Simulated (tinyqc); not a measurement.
# Potential step from the flux

Problem. On one interval J = (q mu Vt/hx) [nb B(d) - na B(-d)], B(d) = d/(exp(d) - 1), d = (psi_b - psi_a)/Vt. Find psi_b - psi_a, and the step at which J would vanish.

Values chosen for this exercise:
- T = 400 K (temperature)
- mu = 11200 cm^2/(V s) (electron mobility)
- na = 3e14 cm^-3 (density at the left node)
- nb = 5.5e15 cm^-3 (density at the right node)
- hx = 45 nm (node spacing)

Constants: q = 1.602176634e-19 C, kB = 1.380649e-23 J/K, Vt = kB T/q. Results are converted to the units shown.

J = 2.0278013e5 A/cm^2

Solution. B(d) falls and B(-d) rises with d, so J falls steadily with the step and one value matches. J = 0 needs nb/na = exp(d), the Boltzmann ratio.

psi_b - psi_a = -0.08500 V
step for J = 0 = 0.1003 V

tinyqc, about 0.01 s, one thread, Intel Xeon 2.30GHz (shared host): `OMP_NUM_THREADS=1 python tinyqc.py 2220102 2220103 out.jsonl`
